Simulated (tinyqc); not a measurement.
Inside a calculation. Method: Pariser-Parr-Pople SCF with singles CI, for the molecule C1=CC2=CC=CC2=C1 (SMILES; centres numbered as the heavy atoms are written). One step of it, computed by the program tinyqc.

Task: Singles CI, triplets. Over the 6 single excitations with the smallest orbital gaps: A = (e_a - e_i) delta - (ij|ab), with (pq|rs) = sum c_mp c_mq gamma_mn c_nr c_ns.

orbital energies (eV): -15.594925  -12.701913  -10.912789  -9.716057  -2.797384  1.933887  3.277073  3.841283

coefficients:
```
         MO1        MO2        MO3        MO4        MO5        MO6        MO7        MO8
1C  0.286539   0.519111   0.000000   0.501867   0.000000   0.480129   0.407461   0.000000
2C  0.320027   0.339503   0.399693   0.114904   0.500000  -0.367067  -0.366579  -0.300409
3C  0.461586   0.000000   0.424843  -0.470875   0.000000   0.000000   0.255373   0.565251
4C  0.320027  -0.339503   0.399693   0.114904  -0.500000   0.367067  -0.366579  -0.300409
5C  0.286539  -0.519111   0.000000   0.501867   0.000000  -0.480129   0.407461   0.000000
6C  0.320027  -0.339503  -0.399693   0.114904   0.500000   0.367067  -0.366579   0.300409
7C  0.461586   0.000000  -0.424843  -0.470875   0.000000   0.000000   0.255373  -0.565251
8C  0.320027   0.339503  -0.399693   0.114904  -0.500000  -0.367067  -0.366579   0.300409
```

repulsion gamma_rs (eV), lower triangle:
```
           1C         2C         3C         4C         5C         6C         7C         8C
1C  11.130000
2C   7.552804  11.130000
3C   5.520570   7.554850  11.130000
4C   3.705303   4.865167   7.554850  11.130000
5C   3.201289   3.705303   5.520570   7.552804  11.130000
6C   3.705303   3.863003   5.519866   5.518526   7.552804  11.130000
7C   5.520570   5.519866   7.553862   5.519866   5.520570   7.554850  11.130000
8C   7.552804   5.518526   5.519866   3.863003   3.705303   4.865167   7.554850  11.130000
```

Give: triplet CI matrix; triplet excitation energies.

Result:

triplet CI matrix (eV), lower triangle:
```
         4>5      3>5     2>5     4>6     1>5     3>6
4>5   0.8491
3>5   0.0000   1.7015
2>5   0.0000   0.0000  3.9458
4>6   0.0000  -0.0759  0.0000  5.4488
1>5   0.2897   0.0000  0.0000  0.0000  6.4885
3>6  -0.0759   0.0000  0.0000  0.0000  0.9140  6.8127
```

triplet excitation energies (eV): 0.8317  1.7000  3.9458  5.4503  5.7373  7.5813
